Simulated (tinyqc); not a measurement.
# Abrupt p-n junction, non-linear Poisson equation by Newton steps: effect of the doping Nd

One dimension, p side on the left, n side on the right; net doping C = -Na for x < 0 and +Nd for x > 0. The potential psi is counted from the intrinsic level, and the quasi-Fermi potentials are flat: 0 for holes and -V for electrons, so n = ni exp((psi + V)/Vt) and p = ni exp(-psi/Vt) (Boltzmann statistics, full ionisation, no current).

ni = sqrt(Nc Nv) exp(-Eg/(2 Vt)), Eg in volts. Depletion approximation: Vbi = Vt ln(Na Nd/ni^2), W = sqrt(2 eps0 eps_r (Vbi - V)(1/Na + 1/Nd)/q), xp = W Nd/(Na + Nd), xn = W Na/(Na + Nd), peak field 2 (Vbi - V)/W, capacitance eps0 eps_r/W. Exact first integral for an abrupt junction with thick neutral sides: psi_p = -Vt ln(Na/ni), psi_n = Vt ln(Nd/ni) - V, psi_j = (Nd psi_n + Na psi_p - Vt (Nd - Na))/(Na + Nd) at the junction, n_j = ni exp((psi_j + V)/Vt), p_j = ni exp(-psi_j/Vt), and E_j^2 = (2 q/(eps0 eps_r)) [Nd (psi_n - psi_j - Vt) + Vt (n_j + p_j)] (minority densities of the neutral sides neglected).

Inputs (values chosen for the exercise); band and dielectric values those of a made-up semiconductor: temperature T = 273 K; band gap Eg = 1.82 eV; relative permittivity eps_r = 8.98; conduction-band density of states at T Nc = 7.49e17 cm^-3; valence-band density of states at T Nv = 1.37e19 cm^-3; acceptor density of the p side Na = 1.9e17 cm^-3; bias of the p side against the n side V = 0 V.

Constants: q = 1.602176634e-19 C, kB = 1.380649e-23 J/K, Vt = kB T/q, eps0 = 8.8541878128e-14 F/cm where lengths are in cm. Results are converted to the units shown.

The same in every row: ni (cm^-3) = 50.86.

Result of one run:
```
Nd (cm^-3)	Vbi (V)	W (nm)	share of W on the n side (%)	peak field, depletion (kV/cm)	peak field, exact (kV/cm)
1.2e17	1.676	150.4	61.29	222.9	219.8
```

What becomes of these results when the donor density of the n side Nd is changed from 1.2e17 to 3.1e17 cm^-3, all else the same?

Result of the changed run:
```
Nd (cm^-3)	Vbi (V)	W (nm)	share of W on the n side (%)	peak field, depletion (kV/cm)	peak field, exact (kV/cm)
3.1e17	1.699	119.6	38.00	284.0	280.0
```

The whole series:
```
Nd (cm^-3)	Vbi (V)	W (nm)	share of W on the n side (%)	peak field, depletion (kV/cm)	peak field, exact (kV/cm)
6.3e15	1.607	511.4	96.79	62.84	62.55
1.7e16	1.630	322.0	91.79	101.3	99.79
4.4e16	1.653	214.3	81.20	154.3	152.0
1.2e17	1.676	150.4	61.29	222.9	219.8
3.1e17	1.699	119.6	38.00	284.0	280.0
8.2e17	1.721	105.2	18.81	327.1	322.6
2.2e18	1.745	99.50	7.950	350.7	346.0
5.7e18	1.767	97.67	3.226	361.9	359.6
```

As Nd rises, Vbi rises from 1.61 to 1.77 V, 54.2 mV a decade (Vt ln 10), and W falls from 511 to 97.7 nm. The exponent d ln W/d ln Nd is -0.47 between the first two rows and -0.02 between the last two: the lighter-doped side sets the width, and Nd passes Na = 1.9e17 cm^-3 within the table. The depletion field is 0.47 % above the exact one in the first row and 0.62 % above it in the last. For Nd = 3.1e17, 8.2e17, 2.2e18, 5.7e18 the doping exceeds a fifth of the band density of states, where Boltzmann statistics begin to fail.

Numbers from tinyqc (`OMP_NUM_THREADS=1 python tinyqc.py 2000146 2000147 out.jsonl`; about 0.02 s on one thread of a shared Intel Xeon 2.30GHz).
